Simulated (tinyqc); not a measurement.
Which single mass stands for the valley: donor in an ellipsoidal valley (Kohn-Luttinger variational method). Computed by tinyqc, a small Python program. Command: `OMP_NUM_THREADS=1 python tinyqc.py 3016232 3016233 out.jsonl kohnlutt walk`. One thread of a shared host (Intel(R) Xeon(R) Processor @ 2.30GHz), about 0.03 s of CPU time with the checks.

H = -(d^2/dx^2 + d^2/dy^2) - gamma d^2/dz^2 - 2/r in units built on m_t, with gamma = m_t/m_l and z along the valley axis. One valley; no valley-orbit or central-cell term.

Inputs (values chosen for the exercise, for a model semiconductor): transverse mass m_t = 0.099 m_0; longitudinal mass m_l = 1.11 m_0; dielectric constant eps = 12.9.

Constants: Ry = 13.605693123 eV; a_0 = 0.529177210903 angstrom.

Method:
- Ry* = Ry m_t/eps^2, a* = a_0 eps/m_t, gamma = m_t/m_l.
- Trial function exp(-sqrt((x^2 + y^2)/a^2 + z^2/b^2)) with beta = b/a < 1: E = t/a^2 - u/a, t = (2 + gamma/beta^2)/3, u = 2 arcsin(sqrt(1 - beta^2))/sqrt(1 - beta^2); the best a is 2 t/u and E(beta) = -u^2/(4 t).
- Golden-section search on beta from 0.05 to 0.999, 60 steps.
- Gaussian basis: g = P exp(-al (x^2 + y^2) - be z^2) with P = 1 (s-like), z (2p0) or x (2p+-); al = 0.004 x 2.6^k, k = 0..11, and be/al = 1, gamma^(-1/2) or 1/gamma (36 functions); 1/r = (2/sqrt(pi)) int exp(-t^2 r^2) dt by 48 Gauss-Legendre points after t = sqrt(al_i + al_j) tan(theta); overlap eigenvalues below 1e-10 are dropped.
- A hydrogenic level is Ry m/eps^2 for one mass m; errors are against the Gaussian basis.

gamma = 0.0891892

1s binding energy, Gaussian basis = 15.2775 meV

1s binding energy, trial function = 15.2242 meV

1s binding energy:
```
rule                                      mass (m_0)  binding (meV)  error (%)
transverse mass                               0.0990          8.094     -47.02
conductivity mass 3/(2/m_t + 1/m_l)           0.1422         11.623     -23.92
density-of-states mass (m_t^2 m_l)^(1/3)      0.2216         18.116      18.58
longitudinal mass                             1.1100         90.754     494.03
trial function with a and b                        -         15.224      -0.35
mass that fits 1s                             0.1869         15.278       0.00
```

The conductivity mass, which is what a spherical trial function (a = b) gives, falls short by 23.9 %, as a restricted variational bound must; the density-of-states mass is off by +18.6 %. The mass that fits lies between the two.

Extremes, crossings and ranges named in words are read from the listed rows.
